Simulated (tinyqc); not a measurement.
Surface Green function of a zigzag honeycomb ribbon two chains wide, Sancho-Rubio decimation: one step of the calculation.

A semi-infinite lead of cells 0, 1, 2, ... with H0 inside a cell and H1 = <cell i|H|cell i + 1>. Cell of four sites joined 1-2-3-4 by -t; site 2 joins site 1 of the next cell and site 3 joins site 4 of the next cell. z = E + i eta.

Question. Decimation. Start with e_s = e = H0, a = H1, b = H1^dagger. Each round: g = (z - e)^(-1); e_s <- e_s + a g b; e <- e + a g b + b g a; a <- a g a; b <- b g b (all with the old a, b). Round k joins cells 2^k apart.

Inputs (values chosen for the exercise):

| symbol | value | unit | meaning |
|---|---|---|---|
| E | -2.32 | eV | energy |
| eta | 0.05 | eV | broadening |

H0 (eV):
```
      1      2     3      4
1  0.21     -1     0      0
2    -1  -0.21    -1      0
3     0     -1  0.21     -1
4     0      0    -1  -0.21
```

H1 (eV):
```
    1  2  3   4
1   0  0  0   0
2  -1  0  0   0
3   0  0  0  -1
4   0  0  0   0
```

Give: g; e_s after round 1; e after round 1; a after round 1; b after round 1.

Answer.

g (1/eV):
```
                   1                  2                  3                  4
1  -0.52134-0.02025i  -0.32000-0.02517i  -0.15511-0.01686i  -0.07328-0.00973i
2  -0.32000-0.02517i  -0.81085-0.04768i  -0.39328-0.03490i  -0.18589-0.02094i
3  -0.15511-0.01686i  -0.39328-0.03490i  -0.67645-0.03711i  -0.32000-0.02517i
4  -0.07328-0.00973i  -0.18589-0.02094i  -0.32000-0.02517i  -0.62496-0.02674i
```

e_s after round 1 (eV):
```
                 1                2                3                4
1   0.2100+0.0000i  -1.0000+0.0000i   0.0000+0.0000i   0.0000+0.0000i
2  -1.0000+0.0000i  -0.7313-0.0203i  -1.0733-0.0097i   0.0000+0.0000i
3   0.0000+0.0000i  -1.0733-0.0097i  -0.4150-0.0267i  -1.0000+0.0000i
4   0.0000+0.0000i   0.0000+0.0000i  -1.0000+0.0000i  -0.2100+0.0000i
```

e after round 1 (eV):
```
                 1                2                3                4
1  -0.6008-0.0477i  -1.0000+0.0000i   0.0000+0.0000i  -0.3933-0.0349i
2  -1.0000+0.0000i  -0.7313-0.0203i  -1.0733-0.0097i   0.0000+0.0000i
3   0.0000+0.0000i  -1.0733-0.0097i  -0.4150-0.0267i  -1.0000+0.0000i
4  -0.3933-0.0349i   0.0000+0.0000i  -1.0000+0.0000i  -0.8865-0.0371i
```

a after round 1 (eV):
```
                   1                 2                 3                  4
1   0.00000+0.00000i  0.00000+0.00000i  0.00000+0.00000i   0.00000+0.00000i
2  -0.32000-0.02517i  0.00000+0.00000i  0.00000+0.00000i  -0.15511-0.01686i
3  -0.18589-0.02094i  0.00000+0.00000i  0.00000+0.00000i  -0.32000-0.02517i
4   0.00000+0.00000i  0.00000+0.00000i  0.00000+0.00000i   0.00000+0.00000i
```

b after round 1 (eV):
```
                  1                  2                  3                 4
1  0.00000+0.00000i  -0.32000-0.02517i  -0.18589-0.02094i  0.00000+0.00000i
2  0.00000+0.00000i   0.00000+0.00000i   0.00000+0.00000i  0.00000+0.00000i
3  0.00000+0.00000i   0.00000+0.00000i   0.00000+0.00000i  0.00000+0.00000i
4  0.00000+0.00000i  -0.15511-0.01686i  -0.32000-0.02517i  0.00000+0.00000i
```

Numbers from tinyqc (`OMP_NUM_THREADS=1 python tinyqc.py 2680038 2680039 out.jsonl`; about 0.04 s on one thread of a shared Intel Xeon 2.30GHz).
